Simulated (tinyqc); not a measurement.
Tunnelling through a thin dielectric with one trap, as a tight-binding chain: sweeps and comparisons. A value that a table varies takes the place of the one given here.

Hopping -t everywhere, t = c/(m a^2), c = hbar^2/2m0; lead sites at 2t (band bottom 0), barrier sites 1 to N at 2t + phi, and site j has U besides. No voltage. Leads give S = -t exp(ika) on sites 1 and N, cos(ka) = 1 - E/(2t). T = (2 t sin(ka))^2 |G_1N|^2, G = (E - H - S)^-1. In the barrier cosh(q a) = 1 + (phi - E)/(2t).

Resonance: the lowest eigenvalue of H + S(E), iterated until its real part equals E (40 rounds from Eb = phi + 2t - sqrt(4t^2 + U^2), the level in an endless barrier). With v the normalised squared amplitudes of that state, Gamma_L = 2 t sin(ka) v_1, Gamma_R = 2 t sin(ka) v_N; Breit-Wigner T = Gamma_L Gamma_R/((E - Er)^2 + (Gamma_L + Gamma_R)^2/4).

Constants: hbar^2/2m0 = 3.80998211 eV angstrom^2.

Inputs chosen for the exercise (barrier and mass of the size used for SiO2 on silicon; not measured data): a = 3 angstrom (site spacing); m = 0.45 m0 (mass, the same in leads and barrier); phi = 3.21 eV (conduction edge of the barrier above that of the leads); N = 9 (barrier sites); j = 6 (site of the trap); U = -2.85 eV (extra energy on the trap site); E = 1.25 eV (electron energy).

## Transmission around the level

Er = 1.67669 eV

widths (meV): left 0.0075331, right 0.92600

Energies Er + x (Gamma_L + Gamma_R).

T:
```
x     E (eV)     chain  Breit-Wigner   no trap
-8.0  1.6692  0.000120      0.000125  1.18e-09
-3.0  1.6739  0.000855      0.000865  1.21e-09
-1.0  1.6758   0.00638       0.00640  1.23e-09
-0.5  1.6762    0.0160        0.0160  1.23e-09
0.0   1.6767    0.0320        0.0320  1.23e-09
0.5   1.6772    0.0160        0.0160  1.23e-09
1.0   1.6776   0.00643       0.00640  1.24e-09
3.0   1.6795  0.000877      0.000865  1.25e-09
8.0   1.6842  0.000129      0.000125  1.28e-09
```

What does this show, and why?

At Er the chain gives 0.0320, 2.6e+07 times the value without trap, and Breit-Wigner 0.0320. In the wings the single pole gives 1.03 times the chain value at x = -8 and 0.966 times at x = 8, because the widths and the level shift change with energy.

## Where a trap does most harm

The trap is moved through the barrier. The area under the resonance, 2 pi Gamma_L Gamma_R/(Gamma_L + Gamma_R), sets the current through it.

Against position:
```
j  Er (eV)  Gamma_L (meV)  Gamma_R (meV)      peak  area (meV)
3   1.6792           10.4       0.000688  0.000266     0.00433
4   1.6767          0.926        0.00753    0.0320      0.0469
5   1.6765         0.0834         0.0834      1.00       0.262
6   1.6767        0.00753          0.926    0.0320      0.0469
7   1.6792       0.000688           10.4  0.000266     0.00433
```

What can be read from the table?

The area is largest at j = 5 (0.262 meV) and 60.6 times smaller at j = 3: the slower of the two steps limits the current, so traps in the middle carry most. Each site towards a lead multiplies its width by about 11.10, close to exp(2 q a) = 11.09 at Eb.

## Direct against trap-assisted paths

N odd, the trap in the middle, j = (N + 1)/2. Direct T is that without trap at the energy Er; area = 2 pi Gamma_L Gamma_R/(Gamma_L + Gamma_R). The exponents are the slopes of the logarithms between the last two rows, per angstrom.

Against thickness:
```
N   N a (angstrom)  Er (eV)  direct T  area (meV)
5             15.0   1.6818  1.89e-05        32.7
7             21.0   1.6769  1.52e-07        2.91
9             27.0   1.6765  1.23e-09       0.262
11            33.0   1.6764  1.00e-11      0.0236
13            39.0   1.6764  8.14e-14     0.00213
15            45.0   1.6764  6.62e-16    0.000192
17            51.0   1.6764  5.38e-18    1.73e-05
```

exponents (1/angstrom): direct 0.8020, through the trap 0.4010

How do the results move?

The direct path falls as exp(-0.802 d) and the path through a central trap as exp(-0.401 d), 2.00 times more slowly, since each step crosses half the layer. From 5 to 17 sites the first loses 12.5 decades and the second 6.3: in thicker layers even few traps rule the leakage. Inelastic capture with phonons is left out.

## What each parameter does

Resonance and log10 T at E. Each row changes one parameter from the base and keeps the others.

Results:
```
case           Er (eV)  Gamma_L (meV)  Gamma_R (meV)  log10 T
base            1.6767       0.007533         0.9260   -8.241
m = 0.414 m0    1.7477        0.01555          1.452   -7.986
phi = 3.31 eV   1.7767       0.007339         0.9021   -8.617
N = 10          1.6765       0.007524        0.08343   -9.405
j = 5           1.6765        0.08344        0.08344   -8.240
U = -2.764 eV   1.7482       0.009321          1.035   -8.379
```

What can be read from the table?

The largest shifts from the base row, up to three for each result and ties (the steps differ in size, so this ranks the rows, not the parameters). Er (eV): phi +0.1000, U +0.0715, m +0.0710. Gamma_L (meV): j +0.0759, m +0.00802, U +0.00179. Gamma_R (meV): N -0.843, j -0.843, m +0.526. log10 T: N -1.164, phi -0.377, m +0.255.

Run: tinyqc, `OMP_NUM_THREADS=1 python tinyqc.py 1482687 1482688 out.jsonl`; Intel(R) Xeon(R) Processor @ 2.30GHz, one thread, shared host; about 0.06 s of CPU time with all checks.
